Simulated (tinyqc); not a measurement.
Length of a polyene: Hueckel, PPP and singles CI along the polyenes. Computed by the program tinyqc. 

All-trans chains of carbon centres 1.40 angstrom apart:
```
parameter                               value
beta (eV), times 1 +/- alternation  -2.290000
alternation                          0.090000
W (eV)                              11.160000
gamma_rr (eV)                       10.210000
repulsion formula                        Ohno
```

Hueckel uses the same beta without repulsion; CIS keeps all single excitations and so misses the low, doubly excited 2Ag state. W is the valence ionisation energy of a centre, MN the Mataga-Nishimoto formula, f the oscillator strength.

Gaps and excitations (eV):
```
centres  Hueckel gap  PPP orbital gap  bright singlet (CIS)      f  lowest triplet (CIS)
2              4.992           12.238                 6.474  0.555                 3.510
4              3.326            9.854                 5.129  1.023                 2.567
6              2.564            8.660                 4.347  1.422                 2.120
8              2.134            7.959                 3.849  1.777                 1.882
10             1.860            7.508                 3.512  2.100                 1.742
12             1.671            7.200                 3.273  2.403                 1.654
```

The Hueckel gap tends to 4 x alternation x |beta| = 0.82 eV for long chains. Exchange opens the PPP orbital gap, and the attraction of electron and hole brings the bright state 3.93 eV below it at 12 centres; the triplet lies 1.62 eV lower still.
